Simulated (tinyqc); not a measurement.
# Inputs raised by 2 %, one at a time

Model: decay of LO phonons and the hot-phonon bottleneck in the cooling of electrons. Computed by tinyqc, a small Python program. Command: `OMP_NUM_THREADS=1 python tinyqc.py 3031704 3031705 out.jsonl hotphonon sens`. One thread of a shared host (Intel(R) Xeon(R) Processor @ 2.30GHz), about 0.02 s of CPU time with the checks.

n(E, T) = 1/(exp(E/(k_B T)) - 1) is the Bose occupation. Electrons have a temperature T_e; the LO modes within their reach share one occupation N; the decay products stay at the lattice temperature.

Inputs (values chosen for the exercise, modelled on indium arsenide):
```
quantity                                             value    unit
LO energy hbar omega                                  30.2     meV
lifetime at T = 0, tau_0                                10      ps
share f of the energy in the softer product            0.2       -
lattice temperature T                                  500       K
electron mass m*                                    0.0251     m_0
eps_inf                                               12.7       -
static dielectric constant eps_s                      14.7       -
electron density n                                 1.3e+19  1/cm^3
density of LO modes that the electrons reach, N_m  5.1e+18  1/cm^3
power supplied per electron P                          3.2      nW
```

Decay channel: two unequal phonons (Ridley).

Constants: k_B = 8.617333262e-05 eV/K; c = 299792458 m/s; e^2/(4 pi eps_0) = 14.39964548 eV angstrom; hbar^2/(2 m_0) = 3.80998212 eV angstrom^2; hbar = 6.582119569e-16 eV s; e = 1.602176634e-19 C.

Method:
- Decay rate 1/tau = (1/tau_0) [1 + n(f hbar omega) + n((1 - f) hbar omega)].
- Full width Gamma = 1/(2 pi c tau) in 1/cm, c in cm/s.
- Froehlich coupling alpha = (e^2/(4 pi eps_0)) (1/eps_inf - 1/eps_s) k_0/(2 hbar omega), k_0 = sqrt(m* hbar omega/(hbar^2/(2 m_0))); emission time tau_sp = hbar/(2 alpha hbar omega); bottleneck ratio r = (n/N_m) tau/tau_sp.
- Net emission per electron: [(N + 1) x - N]/tau_sp with x = exp(-hbar omega/(k_B T_e)), a simple two-level balance; steady state of the modes: n [(N + 1) x - N]/tau_sp = N_m (N - N_0)/tau; power per electron P = hbar omega [(N + 1) x - N]/tau_sp.
- With p = P tau_sp/(hbar omega): N = N_0 + r p and x = (p + N)/(N + 1); without hot phonons N = N_0. The mode temperature T_LO solves n(hbar omega, T_LO) = N.

Runs:
```
input moved                                                    from         to  electron temperature T_e (K)  LO occupation N  Raman width Gamma (1/cm)  bottleneck ratio r
base run                                                          -          -                        1510.4           2.8630                    4.7647               9.389
LO energy hbar omega (meV)                                     30.2     30.804                        1515.8           2.8356                    4.6725               9.669
lifetime at T = 0, tau_0 (ps)                                    10       10.2                        1526.9           2.9005                    4.6713               9.577
lattice temperature T (K)                                       500        510                        1506.4           2.8540                    4.8588               9.207
electron mass m* (m_0)                                       0.0251   0.025602                        1506.2           2.8630                    4.7647               9.482
eps_inf                                                        12.7     12.954                        1585.1           2.8630                    4.7647               8.036
static dielectric constant eps_s                               14.7     14.994                        1464.6           2.8630                    4.7647              10.558
density of LO modes that the electrons reach, N_m (1/cm^3)  5.1e+18  5.202e+18                        1494.2           2.8261                    4.7647               9.205
```

Exponents ln(y'/y) / ln(x'/x):
```
input                                              electron temperature T_e  LO occupation N  Raman width Gamma  bottleneck ratio r
LO energy hbar omega                                                  0.181           -0.484             -0.987               1.487
lifetime at T = 0, tau_0                                              0.550            0.658             -1.000               1.000
lattice temperature T                                                -0.132           -0.158              0.987              -0.987
electron mass m*                                                     -0.140            0.000              0.000               0.500
eps_inf                                                               2.438            0.000              0.000              -7.859
static dielectric constant eps_s                                     -1.555            0.000              0.000               5.926
density of LO modes that the electrons reach, N_m                    -0.545           -0.654              0.000              -1.000
```

Among the inputs moved here: electron temperature T_e answers most in size to eps_inf (exponent +2.438), next to static dielectric constant eps_s (-1.555). LO occupation N answers most in size to lifetime at T = 0, tau_0 (exponent +0.658), and about equally to density of LO modes that the electrons reach, N_m (-0.654); its exponent is below 0.0005 for electron mass m*, eps_inf, static dielectric constant eps_s. Raman width Gamma answers most in size to lifetime at T = 0, tau_0 (exponent -1.000), and about equally to LO energy hbar omega (-0.987), lattice temperature T (+0.987); its exponent is below 0.0005 for electron mass m*, eps_inf, static dielectric constant eps_s, density of LO modes that the electrons reach, N_m. Its exponent -1.000 in lifetime at T = 0, tau_0: the width is the inverse lifetime. Bottleneck ratio r answers most in size to eps_inf (exponent -7.859), next to static dielectric constant eps_s (+5.926). Its exponent +0.500 in electron mass m*: alpha goes as sqrt(m*).

Caution (all rows): at such T_e upper valleys, non-parabolic bands or other phonons can take part. Caution (all rows): the electrons are degenerate; Pauli blocking and the Fermi energy, left out here, matter.
